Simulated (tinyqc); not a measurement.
What the s* orbital does: sp3s* tight binding with spin-orbit coupling.

sp3s* tight binding, nearest neighbours only: anion (a) at 0, cation (c) at a/4 (1,1,1), orbitals s, px, py, pz, s* on each; k in units of 2 pi/a. With phases e_j = exp(i (pi/2) k.n_j) for n = (1,1,1), (1,-1,-1), (-1,1,-1), (-1,-1,1): g0 = (e1+e2+e3+e4)/4, g1 = (e1+e2-e3-e4)/4, g2 = (e1-e2+e3-e4)/4, g3 = (e1-e2-e3+e4)/4. The diagonal holds the levels Esa, Epa, Exa (s*) and Esc, Epc, Exc. Anion-cation block: <sa|sc> = Vss g0; <sa|xc> = Vsapc g1; <xa|sc> = -Vscpa g1; <xa|xc> = Vxx g0; <xa|yc> = <ya|xc> = Vxy g3, <xa|zc> = <za|xc> = Vxy g2, <ya|zc> = <za|yc> = Vxy g1; <s*a|xc> = Vxapc g1; <xa|s*c> = -Vpaxc g1; y and z take g2 and g3 in place of g1; s-s* and s*-s* vanish.

Spin-orbit coupling acts within the p shell of each atom as (D/3) L.sigma, D = Da or Dc: it puts four states at Ep + D/3 and two at Ep - 2D/3.

Inputs chosen for the exercise (near a published set for InAs, fitted to gaps, whose masses and valley positions are rough; spin-orbit coupling, where it is added without a refit, lifts the valence top and shrinks all gaps by about a third of the splitting; the results hold for these values, not for the real material):

| symbol | value | unit | meaning |
|---|---|---|---|
| Esa | -9.59 | eV | s level of the anion |
| Epa | 0.918 | eV | p level of the anion |
| Esc | -2.707 | eV | s level of the cation |
| Epc | 3.716 | eV | p level of the cation |
| Exa | 7.468 | eV | s* level of the anion |
| Exc | 6.745 | eV | s* level of the cation |
| Vss | -5.686 | eV | s-s |
| Vxx | 1.84 | eV | px-px |
| Vxy | 4.431 | eV | px-py |
| Vsapc | 3.043 | eV | s anion, p cation |
| Vscpa | 5.484 | eV | s cation, p anion |
| Vxapc | 3.391 | eV | s* anion, p cation |
| Vpaxc | 3.873 | eV | p anion, s* cation |
| Da | 0.416 | eV | atomic spin-orbit splitting, anion |
| Dc | 0.392 | eV | the same, cation |

The s* couplings Vxapc and Vpaxc are scaled by f; f = 0 is the plain sp3 model. Gaps from the top of the valence band at Gamma; the Delta value is the minimum on (x,0,0), 0.5 <= x <= 1.

Gaps (eV):

| f | Gamma | Delta | L | x of the minimum |
|---|---|---|---|---|
| 0.00 | 0.3553 | 3.2033 | 2.1575 | 0.500 |
| 0.25 | 0.3553 | 3.1327 | 2.0875 | 0.500 |
| 0.50 | 0.3553 | 2.9397 | 1.8936 | 0.500 |
| 0.75 | 0.3553 | 2.6648 | 1.6116 | 0.500 |
| 0.90 | 0.3553 | 2.4297 | 1.4157 | 1.000 |
| 1.00 | 0.3553 | 2.1358 | 1.2781 | 1.000 |
| 1.10 | 0.3553 | 1.8371 | 1.1367 | 1.000 |

What does the comparison show, and why?

The gap at Gamma stays, since g1 to g3 vanish there. From f = 0 to 1 the s* levels lower the Delta value by 1.067 eV and L by 0.879 eV. For f = 0, 0.25, 0.5 and 0.75 the least value lies at x = 0.5, the end of the range: any valley further out lies above that value until s* has lowered it enough. The lowest of the three is Gamma at both f = 0 and f = 1.

Run: tinyqc, `OMP_NUM_THREADS=1 python tinyqc.py 1452694 1452695 out.jsonl`; Intel(R) Xeon(R) Processor @ 2.30GHz, one thread, shared host; about 0.2 s of CPU time with all checks.
